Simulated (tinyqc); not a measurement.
# Worked calculation: long-channel MOSFET, surface-potential model

Program tinyqc, `OMP_NUM_THREADS=1 python tinyqc.py 2360098 2360099 out.jsonl`; Intel Xeon 2.30GHz, shared host, one thread, about 0.03 s. Printed values are rounded.

n-channel transistor on a uniformly doped p-type body, gradual-channel approximation, constant mobility, Boltzmann statistics, full ionisation. Potentials are counted from the neutral body; V is the electron quasi-Fermi potential, Vsb at the source and Vsb + Vds at the drain. Charges are magnitudes per area.

Inputs (values chosen for the exercise); material values close to those of silicon: temperature T = 350 K; band gap Eg = 1.11 eV; relative permittivity of the semiconductor eps_r = 11.6; conduction-band density of states at T Nc = 3.48e19 cm^-3; valence-band density of states at T Nv = 3.36e19 cm^-3; acceptor density of the body Na = 1.9e18 cm^-3; relative permittivity of the gate insulator eox = 7.41; insulator thickness tox = 7.2 nm; flat-band voltage Vfb = -0.42 V; channel mobility mu = 630 cm^2/(V s); gate width W = 2 um; gate length L = 5 um; source-body reverse bias Vsb = 0.5 V; gate-source voltage Vgs = 1.78 V; drain-source voltage Vds = 1.2 V.

Constants: q = 1.602176634e-19 C, kB = 1.380649e-23 J/K, Vt = kB T/q, eps0 = 8.8541878128e-14 F/cm where lengths are in cm. Results are converted to the units shown.

Range of the model: The surface field at the source is about 1.1 MV/cm, where quantisation and degeneracy of the inversion layer, left out here, matter.

## Body potential, insulator capacitance and body factor

ni = sqrt(Nc Nv) exp(-Eg/(2 Vt)), Eg in volts; phiF = Vt ln(Na/ni); Cox = eps0 eox/tox; gamma = sqrt(2 q eps0 eps_r Na)/Cox. VT = Vfb + 2 phiF + gamma sqrt(2 phiF + Vsb), m = 1 + gamma/(2 sqrt(2 phiF + Vsb)).

ni = 3.485868e11 cm^-3
phiF = 0.4678291 V
Cox = 0.9112435 uF/cm^2
gamma = 0.8677925 V^0.5
VT = 1.555438 V
m = 1.362127

## Iteration 1: surface potential at the source by Newton steps

psi at the start (the smaller of 2 phiF + Vsb + 4 Vt and the root without inversion charge) = 1.556300 V

With V = Vsb: G = psi - Vt + Vt e, e = exp((psi - 2 phiF - Vsb)/Vt); f = Vgs + Vsb - Vfb - psi - gamma sqrt(G); f' = -1 - gamma (1 + e)/(2 sqrt(G)); psi(new) = psi - f/f'.

G = 3.172808 V
f = -0.4020449 V
f' = -14.54291
psi after iteration 1 = 1.528655 V

## Iteration 2: surface potential at the source by Newton steps

As before.

G = 2.156954 V
f = -0.1031445 V
f' = -7.745356
psi after iteration 2 = 1.515338 V

## Course of the iteration: surface potential at the source by Newton steps

Stop when psi changes by less than 1e-10 V, or after 40 iterations.

Course of the iteration:

| iteration | psi (V) | \|change\| (V) |
|---|---|---|
| 1 | 1.528655 | 0.0276 |
| 2 | 1.515338 | 0.0133 |
| 3 | 1.512855 | 2.48e-3 |
| 4 | 1.512784 | 7.11e-5 |
| 5 | 1.512783 | 5.57e-8 |
| 6 | 1.512783 | 3.42e-14 |

Converged in 6 iterations. At the end the number of correct digits about doubles with each step.

## Charges and current of the charge-sheet model

psi_0 = 1.512783 V
psi_L = 1.609448 V

psi_0 and psi_L solve Vgs + Vsb - Vfb - psi = gamma sqrt(G) at V = Vsb and Vsb + Vds. Qi = Cox gamma [sqrt(G) - sqrt(psi - Vt)], G = psi - Vt + Vt exp((psi - 2 phiF - V)/Vt), at both ends. With U = Vgs + Vsb - Vfb: drift = mu (W/L) Cox [U (psi_L - psi_0) - (psi_L^2 - psi_0^2)/2 - (2/3) gamma ((psi_L - Vt)^1.5 - (psi_0 - Vt)^1.5)]; diffusion = mu (W/L) Vt (Qi0 - QiL).

Qi0 = 118.9777 nC/cm^2
QiL = 1.586540e-14 nC/cm^2
drift current = 1.447132 uA
diffusion current = 0.9042883 uA
drain current = 2.351420 uA

Drift carries 61.5 % of the current. The drain end is pinched off: its charge is under 1 % of that at the source.

## Inversion charge along the channel

| point | V (V) |
|---|---|
| 0 | 0.5 |
| 1 | 0.7 |
| 2 | 0.9 |
| 3 | 1.1 |
| 4 | 1.3 |
| 5 | 1.5 |
| 6 | 1.7 |

The surface potential psi at channel potential V solves Vgs + Vsb - Vfb - psi = gamma sqrt(G), G = psi - Vt + Vt exp((psi - 2 phiF - V)/Vt). Charge sheet: Qi = Cox gamma [sqrt(G) - sqrt(psi - Vt)]. Pao-Sah: Qi = (Cox gamma/2) integral from 3 Vt to psi of exp((u - 2 phiF - V)/Vt)/sqrt(G(u, V)) du.

| point | psi (V) | Qi, charge sheet (nC/cm^2) | Qi, Pao-Sah (nC/cm^2) |
|---|---|---|---|
| 0 | 1.512783 | 118.9777 | 120.1903 |
| 1 | 1.606506 | 3.606427 | 3.641938 |
| 2 | 1.609444 | 0.005246648 | 0.005298256 |
| 3 | 1.609448 | 6.919438e-6 | 6.987500e-6 |
| 4 | 1.609448 | 9.124260e-9 | 9.214009e-9 |
| 5 | 1.609448 | 1.203163e-11 | 1.214998e-11 |
| 6 | 1.609448 | 1.586540e-14 | 1.602146e-14 |

At the source the charge-sheet charge is 1.0 % below the Pao-Sah one.

## Pao-Sah current by Simpson's rule

I = mu (W/L) integral of Qi dV; Simpson's rule on the 7 points, step Vds/6, weights 1, 4, 2, ..., 4, 1 times step/3.

Pao-Sah current = 2.264114 uA

Gauss-Legendre quadrature on many points gives 2.388 uA, so this value is 5.2 % below it; the charge-sheet current, 2.351 uA, is 1.5 % below it.
